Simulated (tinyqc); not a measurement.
What moves the results: heterojunction of two tight-binding chains. A value that a table varies takes the place of the one given here.

Left chain: hopping -t1, sites at 2 t1 (band bottom 0). Right chain: hopping -t2, sites at dE + 2 t2 (bottom dE). t = c/(m a^2), c = hbar^2/2m0. The bond across the interface is -tc with tc = f sqrt(t1 t2), and the last left site has the extra energy U. In a chain E = bottom + 2t (1 - cos(ka)); the surface Green function of a half chain is g = -exp(ika)/t, with Im k > 0 where cos(ka) > 1.

Constants: hbar^2/2m0 = 3.80998211 eV angstrom^2.

Parameters, chosen for this exercise (masses and offset of the size met at InGaAs / InP; shifted at random, so the results belong to these values and not to a real crystal):
- a = 2.8 angstrom (site spacing)
- m1 = 0.044 m0 (mass on the left)
- m2 = 0.084 m0 (mass on the right)
- dE = 0.23 eV (band offset)
- f = 1 (factor on the interface hopping)
- U = 0 eV (extra energy on the last left site)
- E = 0.48 eV (electron energy)

## Transmission against energy, and which matching rule a chain obeys

Chain A is the junction as given; chain B has tc = sqrt(t1 t2) and U = 0; chain C has tc = t2 and U = t2 - t1, the finite-difference form of -d/dx (c/m) d/dx. Continuum formulas T = 4 x y/(x + y)^2 with parabolic k: x, y = k/m on each side (BenDaniel-Duke) or x, y = k (slope continuous).

T:
```
E - dE (eV)  E (eV)  chain A  chain B  chain C  k/m matched  k matched
0.002         0.232   0.4023   0.4023   0.2355       0.2360     0.4031
0.005         0.235   0.5575   0.5575   0.3448       0.3455     0.5584
0.010         0.240   0.6854   0.6854   0.4477       0.4486     0.6864
0.020         0.250   0.8073   0.8073   0.5632       0.5642     0.8081
0.050         0.280   0.9305   0.9305   0.7164       0.7174     0.9310
0.100         0.330   0.9813   0.9813   0.8140       0.8149     0.9815
0.200         0.430   0.9991   0.9991   0.8841       0.8850     0.9991
0.400         0.630   0.9976   0.9976   0.9268       0.9279     0.9977
```

What does this show, and why?

Chain C follows the k/m rule within 0.0011 and chain B the plain k rule within 0.0010, while the two rules differ by up to 0.2439: in B the self-energy of the right side is -t1 exp(i k2 a), so only k2 enters, and in C it is -t2 exp(i k2 a), which carries 1/m2. Chain A is chain B here.

## When the interface binds a state

A state below both bands solves E - 2 t1 - U - S1(E) - S2(E) = 0 for E < 0, with S1 = -t1 z1, S2 = -(tc^2/t2) z2 and |z| < 1 the decaying root of z + 1/z = 2 - (E - bottom)/t. Decay lengths -a/ln|z|. The threshold is the U that solves the equation at E = 0. A dash: no bound state.

Interface state:
```
U (eV)   E (eV)  decay left (angstrom)  decay right (angstrom)
-0.60         -                      -                       -
-1.20         -                      -                       -
-1.79         -                      -                       -
-2.19   -0.0030                  168.9                    14.0
-2.59   -0.0226                   61.9                    13.4
-3.19   -0.0730                   34.5                    12.3
-3.99   -0.1679                   22.7                    10.7
-5.98   -0.5167                   13.0                     7.8
```

threshold U = -1.9936 eV

What does this show, and why?

The step pushes the state out, so an attraction must exceed 1.9936 eV to bind; 5 of the 8 rows are bound. At U = -5.98 eV the state decays over 13.0 angstrom to the left and 7.8 to the right, where the band lies higher.

## What each parameter does

T = 4 Im(S1) Im(S2) |G|^2 with G = 1/(E - 2 t1 - U - S1 - S2), S1 = -t1 exp(i k1 a), S2 = -(tc^2/t2) exp(i k2 a). Each row changes one parameter from the base and keeps the others.

Results:
```
case                    T    k1 a    k2 a
base               1.0000  0.2088  0.2083
m1 = 0.0528 m0     0.9977  0.2289  0.2083
m2 = 0.1008 m0     0.9980  0.2088  0.2282
dE = 0.18 eV       0.9980  0.2088  0.2282
f = 0.9            0.7937  0.2088  0.2083
U = 0.2 eV         0.9981  0.2088  0.2083
a = 2.24 angstrom  1.0000  0.1670  0.1665
```

What does this show?

The largest shifts from the base row, up to three for each result and ties (the steps differ in size, so this ranks the rows, not the parameters). T: f -0.2063, m1 -0.0023, m2 -0.0020, dE -0.0020; unchanged at the printed digits by a. k1 a: a -0.0419, m1 +0.0200; unchanged at the printed digits by m2, dE, f and U. k2 a: a -0.0418, m2 +0.0200, dE +0.0200; unchanged at the printed digits by m1, f and U.

Computed by tinyqc, a small Python program: `OMP_NUM_THREADS=1 python tinyqc.py 1452058 1452059 out.jsonl` (the numbers bound the seed that draws the inputs); one thread of a shared host (Intel(R) Xeon(R) Processor @ 2.30GHz), about 0.01 s for the whole set of steps.
